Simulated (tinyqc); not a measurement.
Thresholds of impact ionisation and Auger recombination from band masses, step by step. Values are carried at full precision from step to step, so a last printed digit may differ when a step is redone from the rounded ones.

Parabolic bands, no phonon. At threshold the three slow carriers share one velocity. With M their total mass and m4 the mass of the fast carrier, the fast carrier has the kinetic energy E_T = G M/(M - m4) and the slow ones together E_a = G m4/(M - m4), the activation energy of the Auger rate. CCCH (fast electron): G = Eg, M = 2 me + mh, m4 = me. CHHS (hole into the split-off band): G = Eg - Dso, M = 2 mh + me, m4 = ms; this form holds for Eg > Dso (below, the process needs about Dso - Eg and is marked by a dash). CHHL (hole into the light band): G = Eg, M = 2 mh + me, m4 = ml. CHHH (fast heavy hole): G = Eg, M = 2 mh + me, m4 = mh.

Constants: kB = 8.617333262e-05 eV/K; hbar^2/2m0 = 3.80998211 eV angstrom^2.

Values chosen for the exercise (near those of InAs, gap at low temperature and not tied to T; not measured data):
- Eg = 0.429 eV (gap at Gamma to the s-like level)
- Dso = 0.39 eV (spin-orbit splitting)
- me = 0.0262 m0 (electron mass at Gamma)
- mh = 0.4 m0 (heavy-hole mass)
- ms = 0.151 m0 (split-off mass)
- ml = 0.027 m0 (light-hole mass)
- T = 350 K (temperature)

## Thresholds of four processes

Give G, M, m4, E_T, E_a and E_a/kT.

Results:
```
process  G (eV)       M      m4  E_T (eV)  E_a (eV)  E_a/kT
CCCH     0.4290  0.4524  0.0262    0.4554    0.0264    0.87
CHHS     0.0390  0.8262  0.1510    0.0477    0.0087    0.29
CHHL     0.4290  0.8262  0.0270    0.4435    0.0145    0.48
CHHH     0.4290  0.8262  0.4000    0.8316    0.4026   13.35
```

The lowest activation energy is that of CHHS (9 meV), then CHHL (14 meV). CHHS leads because G = Eg - Dso is small. At equal G a light fast carrier takes up the energy with little momentum, so little is asked of the slow ones; CHHH asks 0.94 Eg. For equal masses E_T would be 3/2 Eg; for electrons here it is 1.061 Eg.

## Momenta at the CCCH threshold

At the threshold of the parabolic CCCH process the fast electron has E_T = Eg M/(M - me), M = 2 me + mh, and the slow carriers E_a = E_T - Eg together. It has k4 = sqrt(me E_T/c), c = hbar^2/2m0; the slow carriers share k4 in proportion to their masses. Give the wave vectors and kinetic energies, and check that they add up to E_a.

k4 = 0.05596 1/angstrom

electron, electron, hole (1/angstrom): 0.00324  0.00324  0.04948

their kinetic energies (meV): 1.53  1.53  23.32

sum = 26.37 meV

The hole carries 88 % of the momentum and of the energy of the slow carriers.

## Non-parabolicity raises the threshold

Non-parabolic fast electron: E (1 + alpha E) = c k^2/me with alpha = (1 - me)^2/Eg; the slow carriers stay parabolic, so E_T = Eg + me E_T (1 + alpha E_T)/M, M = 2 me + mh (the root between Eg and 1.9 Eg).

Give alpha, E_T, E_a = E_T - Eg and k4.

alpha = 2.2105 1/eV
E_T = 0.4877 eV
E_a = 0.0587 eV
k4 = 0.08348 1/angstrom

E_a is 2.23 times the parabolic value, since an electron at E_T above the edge has 1 + alpha E_T = 2.08 times the squared momentum, and E_T itself is 1.07 times higher.

## Temperature dependence

For non-degenerate carriers at fixed densities the Auger coefficient goes as exp(-E_a/kT), up to slowly varying powers of T. Give exp(-E_a/kT) for the parabolic and the non-parabolic CCCH value, and the characteristic temperature T0 = kT^2/E_a of each.

Boltzmann factors: 0.4171  0.1429

T0 (K): 400  180

Non-parabolicity lowers the factor by 2.9 times; direct CCCH stays open at this temperature.

## Checks

- Largest energy that an electron at k4 can give to a pair, by numerical search, against Eg (eV): both 0.4290.

Computed by tinyqc, a small Python program: `OMP_NUM_THREADS=1 python tinyqc.py 1850689 1850690 out.jsonl` (the numbers bound the seed that draws the inputs); one thread of a shared host (Intel(R) Xeon(R) Processor @ 2.30GHz), about 0.01 s for the whole set of steps.
